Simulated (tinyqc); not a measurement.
Competing polymorphs of an oxide film: bulk, surface, grain-boundary, dopant and field terms: one step, computed by the program tinyqc.

Phases: monoclinic m (reference), polar orthorhombic o, tetragonal t. Free energies per formula unit (f.u.); 1 J/m^2 x angstrom^3/nm = 6.241509 meV.

Task: Crossing points. With G = b + gamma Omega A (b the bulk free energy per formula unit, A the area per volume), two phases i, j cross at A_ij = (b_j - b_i)/(Omega (gamma_i - gamma_j)); o has a window only if A_mo < A_ot.

Inputs (values chosen for the exercise, for a model oxide):
```
quantity                       value        unit
surface energy of m             3.12       J/m^2
surface energy of o             2.53       J/m^2
surface energy of t             2.36       J/m^2
volume per formula unit Omega   33.1  angstrom^3
temperature T                    300           K
```

b (meV/f.u.): m 0.00, o 59.46, t 41.20

Give: A_mo; A_ot; A_mt.

Result:

A_mo = 0.4878 1/nm

A_ot = -0.5199 1/nm

A_mt = 0.2624 1/nm

o has no window: the sequence goes from m to t at A = 0.262 1/nm.
